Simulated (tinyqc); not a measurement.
Thin-film optics by transfer matrices, step by step. Values are carried at full precision from step to step, so a last printed digit may differ when a step is redone from the rounded ones.

Indices N = n + i k. Snell: N0 sin(theta) = N_j sin(theta_j), with Im(N_j cos theta_j) >= 0. Admittance y_j = N_j cos theta_j for s and N_j/cos theta_j for p. Phase delta_j = 2 pi N_j cos theta_j d_j/lambda. Layer matrix [[cos delta, -i sin delta/y], [-i y sin delta, cos delta]], multiplied from the top down to M. (B, C) = M (1, y_sub); r = (y0 B - C)/(y0 B + C), R = |r|^2, T = 4 Re y0 Re y_sub/|y0 B + C|^2, absorbed in the films 1 - R - T.

Inputs chosen for the exercise (indices near those of resist, SiO2 on Si; not measured data): lam = 193 nm (vacuum wavelength); n0 = 1 (ambient index); n = (1.731, 1.534, 0.88) (n of resist, SiO2, substrate); k = (0.02, 0, 2.898) (k in the same order); d = (147, 5.3) nm (thicknesses, top first); theta = 60 degrees (angle of incidence); pol = p (polarisation).

## Angles, admittances and phases

Form cos theta_j, y_j and delta_j.

cos theta_j: ambient 0.5000, film 1 0.8659+0.0033i, film 2 0.8254, substrate 1.0337+0.0220i

y_j: ambient 2.0000, film 1 1.9991+0.0154i, film 2 1.8585, substrate 0.9106+2.7843i

delta_j (rad): film 1 7.1729+0.1105i, film 2 0.2185

## Layer matrices and their product

Form each matrix and multiply from the top down.

matrix of film 1:
```
                1               2
1  0.6335-0.0860i  0.0319-0.3912i
2  0.1515-1.5615i  0.6335-0.0860i
```

matrix of film 2:
```
          1         2
1    0.9762  -0.1166i
2  -0.4028i    0.9762
```

M:
```
                1               2
1  0.4609-0.0968i  0.0211-0.4558i
2  0.1132-1.7795i  0.4364-0.1017i
```

Each matrix has determinant 1, and so has M.

## Reflection and transmission

Close the stack on the substrate.

B, C: 1.7492-0.4532i  0.7936-0.6572i

r = 0.5750+0.1514i
R = 0.3536
T into the substrate = 0.3491
absorbed in the films = 0.2973

The bare substrate would reflect 0.5510.

## Ellipsometric angles

Ellipsometry: rho = tan(Psi) exp(i Delta) = -conj(r_p/r_s) with the r of the admittance formula, Delta in 0 to 360 degrees, so that a bare dielectric at small angles gives Delta = 180.

Repeat the steps for both polarisations.

r_s = 0.2165-0.0204i
r_p = 0.5750+0.1514i
Psi = 69.91 degrees
Delta = 159.85 degrees

## Checks

- R against the recursion of Airy sums from the substrate up: both 0.35358.

Run: tinyqc, `OMP_NUM_THREADS=1 python tinyqc.py 1681246 1681247 out.jsonl`; Intel(R) Xeon(R) Processor @ 2.30GHz, one thread, shared host; about 0.01 s of CPU time with all checks.
